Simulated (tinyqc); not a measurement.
What each input does: propagation of a band-gap error through k.p and effective-mass formulas.

Chain, for a gap E (the reference Eg or another value), with Ep and Dso kept: 1/me = 1 + Ep (E + 2 Dso/3)/(E (E + Dso)); g* = 2 - 2 Ep Dso/(3 E (E + Dso)); g1(E) = g1 + (Ep/3)(1/E - 1/Eg), g2(E) = g2 + (Ep/6)(1/E - 1/Eg), light hole 1/(g1 + 2 g2), heavy hole 1/(g1 - 2 g2) along [100]; optical constant ei(E) = 1 + (ei - 1)(EP/(EP + E - Eg))^2, static e0(E) = ei(E) + e0 - ei.

Donor: R = Ry me/e0^2, a_B = a0 e0/me, Mott density (0.26/a_B)^3. Nc, Nv = 2 (m kT/(4 pi c))^(3/2), c = hbar^2/2m0, ni = sqrt(Nc Nv) exp(-E/2kT). Exciton: Ry mu/e0^2 with 1/mu = 1/me + g1(E). 1 angstrom^-3 = 1e24 cm^-3.

Constants: Ry = 13.60569312 eV; a0 (Bohr radius) = 0.5291772105 angstrom; kB = 8.617333262e-05 eV/K; hbar^2/2m0 = 3.80998211 eV angstrom^2.

Inputs chosen for the exercise (reference values near those of InAs, gap at low temperature; shifted at random, so the results belong to these values and not to a real crystal): Eg = 0.419 eV (gap at Gamma to the s-like level); Dso = 0.396 eV (spin-orbit splitting); Ep = 21.1 eV (Kane energy); g1 = 20.08 (Luttinger gamma1); g2 = 8.47 (gamma2); e0 = 15.35 (static dielectric constant); ei = 12.38 (optical dielectric constant); EP = 4.75 eV (mean (Penn) gap); mh = 0.55 m0 (density-of-states mass of the holes); T = 300 K (temperature); Eg2 = 0.49 eV (a wrong gap, of the size a hybrid functional can give).

All at E = Eg2.

Results for these values:

| case | me (m0) | light hole (m0) | e0 | donor (meV) | exciton (meV) | log10 ni |
|---|---|---|---|---|---|---|
| base | 0.0266 | 0.0311 | 15.02 | 1.603 | 1.091 | 13.907 |

What happens to each result for ei = 13.37, all else kept?

Answer: me does not change at the printed digits; light hole does not change at the printed digits; e0 falls from 15.02 to 14.99; donor rises from 1.603 to 1.609; exciton rises from 1.091 to 1.095; log10 ni does not change at the printed digits.

The same for each parameter in turn:

| case | me (m0) | light hole (m0) | e0 | donor (meV) | exciton (meV) | log10 ni |
|---|---|---|---|---|---|---|
| base | 0.0266 | 0.0311 | 15.02 | 1.603 | 1.091 | 13.907 |
| Eg2 = 0.451 eV | 0.0247 | 0.0289 | 15.20 | 1.455 | 0.992 | 14.211 |
| Dso = 0.428 eV | 0.0268 | 0.0311 | 15.02 | 1.614 | 1.097 | 13.910 |
| Ep = 19.412 eV | 0.0288 | 0.0307 | 15.02 | 1.738 | 1.148 | 13.934 |
| g1 = 21.686 | 0.0266 | 0.0296 | 15.02 | 1.603 | 1.060 | 13.907 |
| EP = 5.13 eV | 0.0266 | 0.0311 | 15.04 | 1.597 | 1.088 | 13.907 |
| ei = 13.37 | 0.0266 | 0.0311 | 14.99 | 1.609 | 1.095 | 13.907 |
| mh = 0.506 m0 | 0.0266 | 0.0311 | 15.02 | 1.603 | 1.091 | 13.880 |
| T = 276 K | 0.0266 | 0.0311 | 15.02 | 1.603 | 1.091 | 13.495 |

Computed by tinyqc, a small Python program: `OMP_NUM_THREADS=1 python tinyqc.py 1880507 1880508 out.jsonl` (the numbers bound the seed that draws the inputs); one thread of a shared host (Intel(R) Xeon(R) Processor @ 2.30GHz), about 0.01 s for the whole set of steps.
